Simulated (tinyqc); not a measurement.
# Carrier lifetime of an n-type layer with SRH, radiative, Auger and surface recombination: effect of the temperature at dn = 6e15 cm^-3

Uniform excess density dn = dp (no trapping), n = n0 + dn, p = p0 + dn, Boltzmann statistics, full ionisation. Surfaces enter as a rate 2 S dn/d, which holds while diffusion to them is fast.

Nc and Nv are given at 300 K and scale as (T/300 K)^1.5; all else is held fixed. ni = sqrt(Nc Nv) exp(-Eg/(2 Vt)), Eg in volts; majority density N/2 + sqrt(N^2/4 + ni^2), n0 p0 = ni^2; n1 = Nc exp(-Et/Vt), p1 = Nv exp((Et - Eg)/Vt); tn0 = 1/(sn vth Nt), tp0 = 1/(sp vth Nt). With e = n p - ni^2 = dn (n0 + p0 + dn): U_SRH = e/(tp0 (n + n1) + tn0 (p + p1)), U_rad = B e, U_Aug = (Cn n + Cp p) e, U_s = 2 S dn/d. Each tau is dn over its rate; tau = dn/U with U the sum. Here dn = 6e15 cm^-3.

Values chosen for this exercise; band and dielectric values close to those of cadmium telluride:
```
symbol,value,unit,meaning
Eg,1.53,eV,band gap
Nc,8.04e17,cm^-3,conduction-band density of states at the reference temperature
Nv,1.77e19,cm^-3,valence-band density of states at the reference temperature
B,1.97e-10,cm^3/s,radiative coefficient
N,4.5e14,cm^-3,donor density
Cn,1.5e-30,cm^6/s,Auger coefficient (two electrons)
Cp,1.2e-30,cm^6/s,Auger coefficient (two holes)
Nt,9.2e11,cm^-3,trap density
sn,1e-17,cm^2,capture cross-section for electrons
sp,6e-16,cm^2,capture cross-section for holes
vth,2.2e7,cm/s,thermal velocity (both carriers)
Et,1.24,eV,trap level below the conduction band
S,0,cm/s,surface recombination velocity (both faces)
d,20,um,sample thickness
```

Constants: q = 1.602176634e-19 C, kB = 1.380649e-23 J/K, Vt = kB T/q. Results are converted to the units shown.

The same in every row: tau_rad (s) = 7.8700e-7; tau_Aug (s) = 0.0091875.

Results:
```
T (K)  tau_SRH (s)    tau (s)  radiative share (%)  largest path
200      0.0046787  7.8680e-7               99.975     radiative
240      0.0046862  7.8680e-7               99.975     radiative
280      0.0047521  7.8680e-7               99.975     radiative
360      0.0062313  7.8683e-7               99.979     radiative
400      0.0093104  7.8686e-7               99.983     radiative
440       0.016161  7.8689e-7               99.987     radiative
480       0.029425  7.8691e-7               99.989     radiative
```

Estimate the missing row, T = 320 K.

Computed row:
```
T (K)  tau_SRH (s)    tau (s)  radiative share (%)  largest path
320      0.0050829  7.8681e-7               99.976     radiative
```

With this row back in the table: Radiative recombination leads at T = 200 and in all other rows. tau_SRH rises from 0.00468 to 0.0294 s and the total lifetime stays near 7.87e-7 s.

Computed by the program tinyqc: `OMP_NUM_THREADS=1 python tinyqc.py 2300134 2300135 out.jsonl`, one thread of a shared Intel Xeon 2.30GHz, about 0.01 s for the whole run.
